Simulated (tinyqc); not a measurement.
IGBT as a p-i-n diode in series with a MOS channel, on-state and switching loss: one step of the calculation.

High injection (n = p) in a drift layer from x = -W/2 (anode) to +W/2 (cathode side), recombination only in the layer with lifetime tau, ideal emitters. The channel feeds the cathode side and carries the whole current. Auger recombination, carrier-carrier scattering, emitter losses and the carrier dip under the p body are left out.

Problem. On-state voltage. n(x) = (tau J/(2 q La))[cosh(x/La)/sinh y - B sinh(x/La)/cosh y]. Vm = Vt [(8 b/(b + 1)^2)(sinh y/s) arctan(s sinh y) + B ln((1 + B tanh^2 y)/(1 - B tanh^2 y))], s = sqrt(1 - B^2 tanh^2 y); Vj = Vt ln(n(-W/2) n(W/2)/ni^2), ni = sqrt(Nc Nv) exp(-Eg/(2 Vt)), Eg in volts; Vc = J Rch; Von = Vm + Vj + Vc.

Inputs (values chosen for the exercise); material values close to those of silicon:
- T = 300 K (temperature)
- Eg = 1.1 eV (band gap)
- Nc = 2.85e19 cm^-3 (conduction-band density of states at T)
- Nv = 2.65e19 cm^-3 (valence-band density of states at T)
- tau = 1.4 us (high-injection lifetime)
- J = 150 A/cm^2 (current density)
- Rch = 0.84 mohm cm^2 (channel and accumulation resistance)

Constants: q = 1.602176634e-19 C, kB = 1.380649e-23 J/K, Vt = kB T/q. Results are converted to the units shown.

b = 2.9166667
B = 0.48936170
La = 50.866493 um
y = 1.2778549

Give: Vm; Vj; Vc; Von.

Solution.

Vm = 0.079999 V
Vj = 0.82721 V
Vc = 0.12600 V
Von = 1.0332 V

Vm does not depend on J, since the carrier density grows with it. Junctions, layer and channel take 80, 7.7 and 12 % of Von.

Numbers from tinyqc (`OMP_NUM_THREADS=1 python tinyqc.py 2590133 2590134 out.jsonl`; about 0.01 s on one thread of a shared Intel Xeon 2.30GHz).
